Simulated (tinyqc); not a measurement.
# Worked calculation: double-gate transistor, scale length and short-channel effects

Computed by the program tinyqc: `OMP_NUM_THREADS=1 python tinyqc.py 2420128 2420129 out.jsonl`, one thread of a shared Intel Xeon 2.30GHz, about 0.01 s for the whole run. Printed values are rounded.

A body of thickness ts between two insulators of thickness ti and two tied gates. Below threshold the potential that source and drain add obeys Laplace's equation and vanishes on the gate. Its lowest mode decays along the channel as exp(-k y); k is the smallest positive root of the matching condition at the interface, and the scale length is Lambda = pi/k.

Parameters, values chosen for the exercise; permittivities: semiconductor close to that of silicon, insulator close to that of silicon dioxide:
- T = 350 K (temperature)
- eps_r = 11.6 (relative permittivity of the semiconductor)
- ei = 4.06 (relative permittivity of the insulator)
- ti = 2.3 nm (insulator thickness)
- ts = 9.9 nm (body thickness)
- L = 53 nm (channel length)
- Vbi = 1.01 V (potential of the source)
- sT = 0.41 V (potential of the barrier top at threshold)
- VTL = 0.37 V (long-channel threshold)
- m = 1 (long-channel body factor)
- Vds = 0.6 V (drain voltage)

Constants: q = 1.602176634e-19 C, kB = 1.380649e-23 J/K, Vt = kB T/q. Results are converted to the units shown.

## Scan of the matching condition

k, point 0 to 7 (1/nm): 0.0275  0.055  0.0825  0.11  0.1375  0.165  0.1925  0.22

f(k) = ei cos(k ti) cos(k ts/2) - eps_r sin(k ti) sin(k ts/2).

f(k), point 0 to 7: 3.914898  3.485686  2.790395  1.858280  0.728649  -0.550709  -1.925429  -3.336748

The first change of sign lies between k = 0.1375 and 0.165 1/nm.

## Iteration 1: decay constant by Newton steps

k at the start = 0.165 1/nm

f(k) = ei cos(k ti) cos(k ts/2) - eps_r sin(k ti) sin(k ts/2); f' by a central difference with +/- 1e-5 1/nm; k(new) = k - f/f'.

f = -0.5507086
f' = -48.60154 nm
k after iteration 1 = 0.1536689 1/nm

## Iteration 2: decay constant by Newton steps

As before.

f = -0.008787072
f' = -46.99279 nm
k after iteration 2 = 0.1534819 1/nm

## Course of the iteration: decay constant by Newton steps

Stop when k changes by less than 1e-10 1/nm, or after 30 iterations.

Course of the iteration:
```
iteration   k (1/nm)  |change| (1/nm)
1          0.1536689           0.0113
2          0.1534819          1.87e-4
3          0.1534819          5.86e-8
4          0.1534819         5.69e-15
```

Converged in 4 iterations. The change falls from 0.011 in the first iteration to below the tolerance in the last.

## Scale length against simple estimates

k = 0.1534819 1/nm

Lambda = pi/k and l = 1/k. A parabolic potential across the structure gives l(parabolic) = sqrt((eps_r/(2 ei)) ts ti (1 + ei ts/(4 eps_r ti))).

Lambda = 20.46882 nm
l = 6.515428 nm
l(parabolic) = 6.691773 nm

The parabolic estimate is 2.7 % above l.

## Threshold shift, barrier position and swing

Along the channel psi(y) = s + a exp(y/l) + b exp(-y/l) with psi(0) = Vbi, psi(L) = Vbi + Vds and l = 1/k = Lambda/pi; with A = Vbi - s, B = A + Vds, x = exp(-L/l): a = (B - A x) x/(1 - x^2), b = (A - B x)/(1 - x^2). The minimum is s + 2 sqrt(a b), at y = (l/2) ln(b/a). The long-channel potential follows the gate as s = sT + (Vg - VTL)/m, and the threshold VT is the gate voltage at which the minimum equals sT. Swing = m Vt ln 10/g at threshold, g = d(minimum)/ds = 1 - (b x + a)/((1 + x) sqrt(a b)).

s at threshold = 0.3798576 V
a = 3.606658e-4 V
b = 0.6297817 V
position of the minimum = 24.31941 nm
VT = 0.3398576 V
swing = 72.05395 mV/decade

The threshold lies 30.1 mV below the long-channel value, and the barrier top sits at 0.46 L from the source.
